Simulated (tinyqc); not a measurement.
# MOS inversion layer, Poisson-Schroedinger loop: effect of the sheet density of electrons

Electrons confined at an insulator interface at z = 0, treated as a hard wall; parabolic valleys, Hartree approximation, no image or exchange terms. The depletion charge lies far deeper than the electrons and gives a uniform field q Nd/(eps0 eps_r); the gate balances all charge. Energies are counted from the band edge at the interface.

Schroedinger equation -(C/mz) psi'' + (V0 + U) psi = E psi, C = hbar^2/(2 m0), psi(0) = 0, on a uniform mesh of 800 nodes with a far wall at 130 nm, 8 levels a set; V0 = q Nd z/(eps0 eps_r); dU/dz = q (Ns - integral of n from 0 to z)/(eps0 eps_r), U(0) = 0; N_k = g md m0 q Vt/(pi hbar^2) ln(1 + exp((EF - E_k)/Vt)), g the number of valleys of the set, sum N_k = Ns. Triangular well: E_k = a_k (C F^2/mz)^(1/3), a_1 = 2.338107, a_2 = 4.087949, C = hbar^2/(2 m0), F in eV/nm. Fang-Howard (all electrons in the lowest level of set A): b^3 = 6 (mz1/C) q (Nd + 11 Ns/32)/(eps0 eps_r), centroid 3/b, level C b^2/(4 mz1) + (3/b) q (Nd + 11 Ns/16)/(eps0 eps_r). The centroid adds 3.9 z_av/eps_r to an oxide-equivalent thickness. Shares under 0.0001 % are printed as 0.

Inputs (values chosen for the exercise); masses and permittivity close to those of germanium (100):

| symbol | value | unit | meaning |
|---|---|---|---|
| T | 400 | K | temperature |
| eps_r | 15.8 |  | relative permittivity |
| mz1 | 0.119 | m0 | mass along z of valley set A (4 valley(s)) |
| md1 | 0.298 | m0 | in-plane density-of-states mass of set A |
| Nd | 2.1e11 | cm^-2 | sheet density of depletion charge |

Constants: q = 1.602176634e-19 C, kB = 1.380649e-23 J/K, hbar = 1.054571817e-34 J s, m0 = 9.1093837015e-31 kg, Vt = kB T/q, eps0 = 8.8541878128e-14 F/cm where lengths are in cm, hbar^2/(2 m0) = 0.0380998212 eV nm^2. Results are converted to the units shown.

Effect of the sheet density of electrons:
```
Ns (cm^-2)	A1 (meV)	A2 (meV)	EF (meV)	share of A1 (%)	share of A2 (%)	centroid z_av (nm)	added oxide equivalent (nm)	Fang-Howard centroid (nm)
1e11	36.0	60.5	-169	44.9	22.0	14.1	3.47	8.01
2.1e11	43.1	70.7	-134	48.0	21.6	13.0	3.22	7.64
4.5e11	57.0	90.0	-89.9	53.5	20.6	11.4	2.83	7.01
9.7e11	82.0	124	-33.0	61.7	18.5	9.39	2.32	6.14
2.1e12	126	181	43.5	71.7	15.0	7.23	1.78	5.13
4.4e12	197	269	146	81.1	10.8	5.42	1.34	4.18
9.4e12	317	414	301	88.8	6.76	3.97	0.979	3.32
2e13	518	648	541	94.0	3.78	2.91	0.719	2.61
```

As Ns goes from 1e11 to 2e13, A1 rises from 36.0 to 518 meV, the share of A1 rises from 44.9 to 94.0 % and the centroid falls from 14.1 to 2.91 nm. A1 goes as Ns^(0.65) between the last two rows (a triangular well in the field of that charge alone gives 2/3). EF lies more than 2 meV above A1 for Ns = 2e13. The Fang-Howard centroid is 43 % below the full one in the first row, where A1 holds 44.9 %, and 10 % below it in the last, where A1 holds 94.0 %. For Ns = 1e11, 2.1e11, 4.5e11, 9.7e11, 2.1e12 the eighth level of a set still holds over 0.4 % of the electrons, so more levels and a farther wall would raise the centroid.

tinyqc, about 0.5 s, one thread, Intel Xeon 2.30GHz (shared host): `OMP_NUM_THREADS=1 python tinyqc.py 2160045 2160046 out.jsonl`
